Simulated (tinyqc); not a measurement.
The same layer on three faces: band edges of strained Si(1-x)Ge(x) on relaxed Si(1-y)Ge(y).

Values are linear in the Ge fraction but for ED(x) = linear - CD x (1 - x) and a(x) = linear - Ca x (1 - x). Energies are on the common scale of Ev.

Coherent growth: e_par = (a(y) - a(x))/a(x). (001): e_perp = -2 (C12/C11) e_par; exx = eyy = e_par, ezz = e_perp, no shear. (111): e_perp = -(2 C11 + 4 C12 - 4 C44)/(C11 + 2 C12 + 4 C44) e_par; exx = eyy = ezz = (2 e_par + e_perp)/3 and exy = eyz = ezx = (e_perp - e_par)/3. (110): e_perp = -(C11 + 3 C12 - 2 C44)/(C11 + C12 + 2 C44) e_par; exx = eyy = (e_par + e_perp)/2, ezz = e_par, exy = (e_perp - e_par)/2, eyz = ezx = 0.

A valley with unit axis u lies at Ev + gap + (av + a_valley) tr(e) + Xu (u.e.u - tr(e)/3); the Delta axes are x, y, z and the L axes [111], [1-1-1], [-11-1], [-1-11]. The second-order shift of the Delta valleys under shear is left out; it lowers the pair normal to the sheared plane by tens of meV at a shear of 1 %.

Valence edges: Ev plus the levels of the 6 x 6 matrix of X, Y, Z times spin with -Dso/3 + l exx + m (eyy + ezz) on the diagonal (cyclic), n exy off it, l = av + 2 b, m = av - b, n = sqrt(3) d. Spin-orbit term (Dso/3) L.sigma on X, Y, Z with (L_k)_ij = -i epsilon_kij: <X+|H|Y+> = -i Dso/3, <X+|H|Z-> = Dso/3, <Y+|H|Z-> = -i Dso/3, <Z+|H|X-> = -Dso/3, <Z+|H|Y-> = i Dso/3, <X-|H|Y-> = i Dso/3, and their conjugates; + and - are the spin along z.

Inputs chosen for the exercise (end members near Si and Ge, in this order; not measured data): a = (5.437, 5.665) angstrom (lattice constant); Dso = (0.044, 0.294) eV (spin-orbit splitting); av = (2.44, 1.25) eV (valence hydrostatic potential); b = (-2.09, -2.58) eV (tetragonal shear potential); d = (-4.8, -5.33) eV (trigonal shear potential); C11 = (164.1, 130.2) GPa; C12 = (63.5, 48) GPa; C44 = (80.2, 67.3) GPa; Ev = (0, 0.68) eV (top of the unstrained valence band); ED = (1.149, 0.943) eV (gap to the Delta valleys); EL = (2.002, 0.751) eV (gap to the L valleys); aD = (1.68, 1.31) eV (hydrostatic potential of the Delta gap); aL = (-2.83, -2.73) eV (hydrostatic potential of the L gap); XuD = (9.24, 9.71) eV (uniaxial potential, Delta); XuL = (16.07, 15.53) eV (uniaxial potential, L); CD = 0.217 eV (bowing of the Delta gap); Ca = 0.025 angstrom (bowing of the lattice constant); x = 1 (Ge fraction of the layer); y = 0.89 (Ge fraction of the relaxed buffer).

dEc = Ec(buffer) - Ec(layer), dEv = Ev(layer) - Ev(buffer); buffer edges Ev(y) and Ev(y) + min(ED, EL). The digit behind Delta or L counts whole valleys.

Results:

| face | e_par (%) | lowest valleys | gap (eV) | next valleys above (meV) | valence splitting (meV) | dEc (eV) | dEv (eV) | Delta spread (meV) | L spread (meV) |
|---|---|---|---|---|---|---|---|---|---|
| (001) | -0.49 | L4 | 0.746 | 140 | 40 | 0.054 | 0.089 | 82 | 0 |
| (111) | -0.49 | L3 | 0.729 | 92 | 38 | 0.074 | 0.085 | 0 | 92 |
| (110) | -0.49 | L2 | 0.714 | 73 | 39 | 0.088 | 0.086 | 34 | 73 |

On (001) only the Delta valleys split (82 meV), on (111) only the L valleys (92 meV), on (110) both (34 and 73 meV). The lowest valleys are L4 on (001), L3 on (111) and L2 on (110); the smallest gap is 0.714 eV on (110) and the largest 0.746 eV on (001).

Program tinyqc; command `OMP_NUM_THREADS=1 python tinyqc.py 1081014 1081015 out.jsonl`; about 0.01 s on one thread of a shared Intel(R) Xeon(R) Processor @ 2.30GHz.
